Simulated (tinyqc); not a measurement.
MOS structure on a p-type body with a doping step, non-linear Poisson equation by Newton steps: two steps of the calculation.

One dimension, insulator interface at x = 0, acceptor density N1 for x < x1 and Na beyond, net doping C = -(acceptor density). psi is counted from the intrinsic level: n = ni exp((psi - Vb)/Vt), p = ni exp(-psi/Vt); deep in the body psi_b = -Vt ln(Na/ni). The gate acts through Cox = eps0 eox/tox and has the potential psi_G = Vg - (phiM - chi - Vt ln(Nc/ni)). Boltzmann statistics, full ionisation, classical densities, no oxide or interface charge. Acceptors in real wide-gap material are deep and only partly ionised in the neutral body.

Values chosen for this exercise; band and dielectric values close to those of 4H silicon carbide:
```
symbol,value,unit,meaning
T,300,K,temperature
Eg,3.27,eV,band gap
Nc,1.67e19,cm^-3,conduction-band density of states at T
Nv,2.48e19,cm^-3,valence-band density of states at T
chi,3.61,eV,electron affinity
eox,9.16,,relative permittivity of the gate insulator (close to aluminium oxide)
tox,17,nm,insulator thickness
phiM,3.64,eV,gate work function
Vb,0,V,electron quasi-Fermi potential against the body
Vg,1.26,V,gate voltage against the body
```

Constants: q = 1.602176634e-19 C, kB = 1.380649e-23 J/K, Vt = kB T/q, eps0 = 8.8541878128e-14 F/cm where lengths are in cm. Results are converted to the units shown.

Task 1. Densities, residual and Jacobian diagonal. n_i = ni exp((psi_i - Vb)/Vt), p_i = ni exp(-psi_i/Vt), rho_i = p_i - n_i + C_i, g_i = (n_i + p_i)/Vt. Box widths w_i = (h_(i-1) + h_i)/2 in cm. Residual F_i = a_i (psi_(i+1) - psi_i) - a_(i-1) (psi_i - psi_(i-1)) + q rho_i w_i; Jacobian: a_(i-1) and a_i beside the diagonal, b_i = -a_(i-1) - a_i - q g_i w_i on it. Node 0 is free: w_0 = h_0/2, F_0 = a_0 (psi_1 - psi_0) + Cox (psi_G - psi_0) + q rho_0 w_0, b_0 = -a_0 - Cox - q g_0 w_0, with Cox = eps0 eox/tox, psi_G = Vg - (phiM - chi - Vt ln(Nc/ni)). The last node is fixed.

x, node 0 to 15 (nm): [0, 0.5, 1.25, 2.36, 4.03, 6.53, 10.3, 15.8, 24.2, 36.6, 55.2, 83, 125, 187, 279, 418]
coupling a_i, interval 0 to 14 (F/cm^2): [1.7460458e-5, 1.1640306e-5, 7.8650713e-6, 5.2276821e-6, 3.4920917e-6, 2.3157107e-6, 1.5873144e-6, 1.0393130e-6, 7.0405074e-7, 4.6936716e-7, 3.1403702e-7, 2.0786260e-7, 1.4081015e-7, 9.4893795e-8, 6.2807404e-8]
psi after iteration 1, node 0 to 15 (V): [1.5609756, 1.5423691, 1.5145089, 1.4732973, 1.4111543, 1.3170570, 1.1649777, 0.9368613, 0.6580974, 0.2905351, -0.1906554, -0.7648936, -1.3333881, -1.5003523, -1.5000459, -1.5000422]
net doping C, node 0 to 15 (cm^-3): [-3.3e17, -3.3e17, -3.3e17, -3.3e17, -3.3e17, -3.3e17, -3.3e17, -3.3e17, -3.3e17, -3.3e17, -3.3e17, -1.1e17, -1.1e17, -1.1e17, -1.1e17, -1.1e17]
ni = 6.9469307e-9 cm^-3

Wanted: n; p; residual F; diagonal b.

Result 1.

n, node 0 to 15 (cm^-3): [1.16e18, 5.66e17, 1.92e17, 3.91e16, 3.53e15, 9.28e13, 2.59e11, 3.81e7, 789, 5.28e-4, 4.35e-12, 9.82e-22, 2.77e-31, 4.33e-34, 4.39e-34, 4.39e-34]
p, node 0 to 15 (cm^-3): [4.15e-35, 8.53e-35, 2.51e-34, 1.23e-33, 1.37e-32, 5.20e-31, 1.87e-28, 1.27e-24, 6.11e-20, 9.14e-14, 1.11e-5, 4.91e4, 1.74e14, 1.11e17, 1.10e17, 1.10e17]
residual F, node 0 to 14 (in units of 1e-7 C/cm^2): [2.89, -0.08, -0.08, -0.09, -0.15, -0.40, -0.34, 0.36, -0.24, -0.49, -0.77, 0.01, 0.03, 0.25, 0.00]
diagonal b, node 0 to 14 (F/cm^2): [-1.81e-5, -2.93e-5, -1.96e-5, -1.31e-5, -8.72e-6, -5.81e-6, -3.90e-6, -2.63e-6, -1.74e-6, -1.17e-6, -7.83e-7, -5.22e-7, -3.54e-7, -5.55e-6, -8.03e-6]

Task 2. Newton step. Solve the tridiagonal system a_(i-1) d_(i-1) + b_i d_i + a_i d_(i+1) = -F_i for nodes 0 to 14, with d = 0 on fixed nodes. Each component d is damped to sign(d) Vt ln(1 + |d|/Vt) before it is added.

coupling a_i, interval 0 to 14 (F/cm^2): [1.7460458e-5, 1.1640306e-5, 7.8650713e-6, 5.2276821e-6, 3.4920917e-6, 2.3157107e-6, 1.5873144e-6, 1.0393130e-6, 7.0405074e-7, 4.6936716e-7, 3.1403702e-7, 2.0786260e-7, 1.4081015e-7, 9.4893795e-8, 6.2807404e-8]
diagonal b, node 0 to 14 (F/cm^2): [-1.8117507e-5, -2.9319817e-5, -1.9616326e-5, -1.3126430e-5, -8.7243391e-6, -5.8079826e-6, -3.9030258e-6, -2.6266274e-6, -1.7433637e-6, -1.1734179e-6, -7.8340418e-7, -5.2189962e-7, -3.5429546e-7, -5.5483376e-6, -8.0327426e-6]
residual F, node 0 to 14 (C/cm^2): [2.8883837e-7, -8.3889685e-9, -7.6180856e-9, -8.9504222e-9, -1.4874617e-8, -4.0155231e-8, -3.4427032e-8, 3.5623706e-8, -2.4046250e-8, -4.9023912e-8, -7.7139647e-8, 6.5575023e-10, 3.1593288e-9, 2.5177190e-8, 1.7720714e-13]
psi after iteration 1, node 0 to 15 (V): [1.5609756, 1.5423691, 1.5145089, 1.4732973, 1.4111543, 1.3170570, 1.1649777, 0.9368613, 0.6580974, 0.2905351, -0.1906554, -0.7648936, -1.3333881, -1.5003523, -1.5000459, -1.5000422]

Give: Newton step d, before damping; psi after iteration 2.

Result 2.

Newton step d, before damping, node 0 to 14 (V): [0.0991, 0.0863, 0.0694, 0.0464, 0.0138, -0.0308, -0.0806, -0.1317, -0.2440, -0.3755, -0.4685, -0.3617, -0.2035, -0.0006, 0.0000]
psi after iteration 2, node 0 to 15 (V): [1.602, 1.580, 1.548, 1.500, 1.422, 1.297, 1.128, 0.890, 0.597, 0.220, -0.267, -0.835, -1.390, -1.501, -1.500, -1.500]

Program tinyqc, `OMP_NUM_THREADS=1 python tinyqc.py 2080049 2080050 out.jsonl`; Intel Xeon 2.30GHz, shared host, one thread, about 0.6 s.
